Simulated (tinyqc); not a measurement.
Stress in a transistor channel from embedded alloy regions, liners and fins, by half-space elasticity. From share kept on average back to length of a cut fin or stripe. Computed by tinyqc, a small Python program. Command: `OMP_NUM_THREADS=1 python tinyqc.py 3030782 3030783 out.jsonl stressor inv`. One thread of a shared host (Intel(R) Xeon(R) Processor @ 2.30GHz), about 0.1 s of CPU time with the checks.

Plane strain in an isotropic half-space, the same constants everywhere; x along the channel from its centre, y downwards from the free surface; stress is positive in tension.

Inputs (values chosen for the exercise, modelled on silicon): height of the strained layer h = 44 nm.

Method. Shear-lag estimate for a stripe of length l and height h on a like substrate: the stress along it is s(x)/s_film = 1 - cosh(x/lam)/cosh(l/(2 lam)), lam = (pi/2) g h with g = 1.258; mean = 1 - (2 lam/l) tanh(l/(2 lam)).

Task: A run gave the result below. Find the length of a cut fin or stripe, known to lie between 500 and 1300 nm.

share kept on average = 0.7637033

Result:

Each step takes the trial c = (a f_b - b f_a)/(f_b - f_a), f being the result less the target and a, b, c the logarithms of the listed values; c replaces end b, the old b replaces a if the sign of f changed, and otherwise f_a is halved.

Scan of the range:
```
length of a cut fin or stripe (nm),share kept on average
500,0.654419
586,0.703955
688,0.747433
806,0.784292
945,0.815993
1110,0.843340
1300,0.866236
```

False position (Illinois rule, in the logarithm of the input) inside the bracket:
```
step,end a,end b,trial,share kept on average
1,688.000,806.000,737.793,0.764403
2,688.000,737.793,733.720,0.763100
3,737.793,733.720,735.603,0.763704
4,733.720,735.603,735.600,0.763703
5,733.720,735.600,735.600,0.763703
6,735.600,735.600,735.600,0.763703
```

Share kept on average rises at every point of a 13-point scan of the range (every second point is shown), so one value fits; it is bracketed by 688 and 806. Answer: length of a cut fin or stripe = 735.6 nm.
